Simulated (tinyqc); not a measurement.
Geometry relaxation of a small cluster: one step, computed by the program tinyqc. Command: `OMP_NUM_THREADS=1 python tinyqc.py 3001161 3001162 out.jsonl relax walk`. One thread of a shared host (Intel(R) Xeon(R) Processor @ 2.30GHz), about 0.02 s of CPU time with the checks.

E = sum_i {sum_j A exp(-p (r_ij/r0 - 1)) - xi sqrt(rho_i)}, rho_i = sum_j exp(-2 q (r_ij/r0 - 1)); the force on i is -sum_j w_ij (R_i - R_j)/r_ij with w_ij = -(2p/r0) A exp(-p (r_ij/r0 - 1)) + (xi q/r0) exp(-2 q (r_ij/r0 - 1)) (rho_i^(-1/2) + rho_j^(-1/2)).

Problem. The first two steps. Conjugate gradient (Polak-Ribiere): d = F + beta d(old), beta = max(0, F.(F - F(old))/|F(old)|^2), d = F at first; step length from one secant, s = eta (F.d)/(F.d - F(R + eta d).d), replaced by eta if that is not positive; R(new) = R + s d. No atom moves more than 0.3 angstrom a step (the whole step is scaled). Stop when the largest force component is below 1e-5 eV/angstrom.

Inputs (values chosen for the exercise, for model atoms): length r0 = 2.84 angstrom; repulsion A = 0.14 eV; hopping xi = 2.32 eV; decay p = 11.2; decay q = 2.34; step factor eta = 0.025 angstrom^2/eV.

Potential: Gupta. Method: conjugate gradient.

starting positions (angstrom), rows atom 1, atom 2, atom 3, atom 4, atom 5, columns x, y, z:
$$\begin{pmatrix}
-0.02 & -0.15 & -0.12 \\
2.73 & 0.08 & 0.17 \\
1.32 & 2.37 & 0.03 \\
1.27 & 0.91 & 2.02 \\
1.39 & 0.7 & -2.36
\end{pmatrix}$$

Give: positions after step 1; energy after step 1; positions after step 2; energy after step 2.

Solution.

positions after step 1 (angstrom), rows atom 1, atom 2, atom 3, atom 4, atom 5, columns x, y, z:
$$\begin{pmatrix}
0.073 & -0.083 & -0.139 \\
2.708 & 0.075 & 0.057 \\
1.310 & 2.347 & -0.102 \\
1.211 & 0.866 & 2.132 \\
1.388 & 0.705 & -2.208
\end{pmatrix}$$

energy after step 1 = -20.39 eV

positions after step 2 (angstrom), rows atom 1, atom 2, atom 3, atom 4, atom 5, columns x, y, z:
$$\begin{pmatrix}
0.081 & -0.065 & -0.110 \\
2.695 & 0.084 & 0.044 \\
1.304 & 2.317 & -0.111 \\
1.206 & 0.859 & 2.100 \\
1.404 & 0.715 & -2.183
\end{pmatrix}$$

energy after step 2 = -20.43 eV
